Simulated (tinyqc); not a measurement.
Self-heating of a transistor with one or more fingers, with temperature-dependent conductivity: one step, computed by the program tinyqc. Command: `OMP_NUM_THREADS=1 python tinyqc.py 3025082 3025083 out.jsonl selfheat walk`. One thread of a shared host (Intel(R) Xeon(R) Processor @ 2.30GHz), about 0.05 s of CPU time with the checks.

N long parallel fingers lie on the top face of a slab whose bottom is held at T_0; the top is otherwise insulated, and heat flows in two dimensions. P in W/mm is 1000 P in W/m.

Problem. Linear temperature rise of each finger. theta_i = (P/(pi kappa_0)) [g_0 + sum over j != i of g(|i - j| s)], with equal powers and constant conductivity; thermal resistance = largest theta/P.

Inputs (values chosen for the exercise, modelled on sapphire): conductivity at the base temperature kappa_0 = 33.5 W/(m K); power per gate width P = 0.26 W/mm; fingers N = 6.

Power: power rises with temperature.

own factor g_0 = 7.618692

g(j s), j = 1..7: [0.6924387, 0.2227187, 0.0738980, 0.0245994, 0.0081917, 0.0027280, 0.0009085]

Give: theta of each finger; largest theta; thermal resistance.

Solution.

theta of each finger (K): [21.35, 23.04, 23.53, 23.53, 23.04, 21.35]

largest theta = 23.53 K

thermal resistance = 90.48 K mm/W

The neighbours supply 20 % of the rise of the hottest finger, which runs 2.2 K above the outer ones.
